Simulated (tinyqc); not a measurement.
Changing the temperature T: chemical vapour deposition: Grove model, boundary layer, depletion and step coverage. Computed by tinyqc, a small Python program. Command: `OMP_NUM_THREADS=1 python tinyqc.py 3003451 3003452 out.jsonl cvd sweep`. One thread of a shared host (Intel(R) Xeon(R) Processor @ 2.30GHz), about 0.01 s of CPU time with the checks.

A precursor diffuses to the surface and reacts there at first order; each molecule that reacts adds one formula unit of film.

Inputs (values chosen for the exercise, close to those used for polysilicon from silane):

| quantity | value | unit |
|---|---|---|
| prefactor k0 of k_s | 1.2e+08 | cm/s |
| activation energy E | 1.63 | eV |
| total pressure p | 0.71 | torr |
| mole fraction of the precursor Y | 0.76 | - |
| gas diffusivity D0 at 273.15 K and 760 torr | 0.22 | cm^2/s |
| film density N | 5e+22 | formula units/cm^3 |
| precursor mass M | 32 | u |
| trench width w | 0.57 | um |
| aspect ratio of the trench | 54 | - |
| wafer radius R | 15 | cm |
| wafer spacing s | 0.93 | cm |

Reactor: wafer stack, low pressure.

Constants: k_B = 1.380649e-23 J/K; u = 1.6605390666e-27 kg; k_B = 8.617333262e-05 eV/K.

Method:
- k_s = k0 exp(-E/(k_B T)); C_g = Y p/(k_B T), 1 torr = 133.322 Pa; D = D0 (T/273.15)^1.75 (760/p).
- Temperatures in kelvin are T(C) + 273.15.
- Mean speed c = sqrt(8 k_B T/(pi M)); reactive sticking probability beta = 4 k_s/c.
- Between two wafers the gas diffuses inward and reacts on both faces: (D/r) d/dr (r dC/dr) = 2 k_s C/s, so C(r)/C_g = I0(phi r/R)/I0(phi) with phi^2 = 2 k_s R^2/(s D); G(r) = k_s C(r)/N, 1 cm/s = 6e8 nm/min; the mean over the wafer is eta = 2 I1(phi)/(phi I0(phi)).
- In a long trench of width w and depth l = aspect ratio x w: Knudsen diffusivity D_K = (2w) c/3 (hydraulic diameter 2w), combined as 1/D_e = 1/D_K + 1/D; D_e d2C/dz2 = 2 k_s C/w with D_e dC/dz = -k_s C at the floor. With m = sqrt(2 k_s/(w D_e)): C(floor)/C(top) = 1/[cosh(m l) + (k_s/(D_e m)) sinh(m l)].

One run for each value:

| temperature T (C) | growth rate G at the edge (nm/min) | step coverage | rate at the centre over rate at the edge | sticking probability beta |
|---|---|---|---|---|
| 510 | 0.310 | 0.99976 | 0.99968 | 2.1603e-07 |
| 540 | 0.729 | 0.99942 | 0.99928 | 5.1684e-07 |
| 570 | 1.608 | 0.99871 | 0.99845 | 1.1613e-06 |
| 630 | 6.664 | 0.99447 | 0.99393 | 4.9807e-06 |
| 660 | 12.646 | 0.98938 | 0.98880 | 9.6075e-06 |
| 690 | 23.037 | 0.98049 | 0.98021 | 1.7781e-05 |
| 720 | 40.433 | 0.96567 | 0.96641 | 3.1690e-05 |
| 750 | 68.603 | 0.94208 | 0.94518 | 5.4575e-05 |

Give the missing row, temperature T (C) = 600.

Computed row; columns: (1) temperature T (C); (2) growth rate G at the edge (nm/min); (3) step coverage; (4) rate at the centre over rate at the edge; (5) sticking probability beta:
```
(1)    (2)      (3)      (4)         (5)
600  3.356  0.99725  0.99686  2.4666e-06
```

Interpolating between the two neighbouring rows (linearly) misses most in sticking probability beta, by 25 %. Over the rows, growth rate G at the edge (nm/min) rises from 0.310 to 68.6; step coverage falls from 1.000 to 0.942; rate at the centre over rate at the edge falls from 1.000 to 0.945. Heating multiplies the growth rate by 221 over the range, while step coverage goes from 1.000 to 0.942.

Caution (all rows): the hydraulic-diameter form of D_K is rough for a slit.
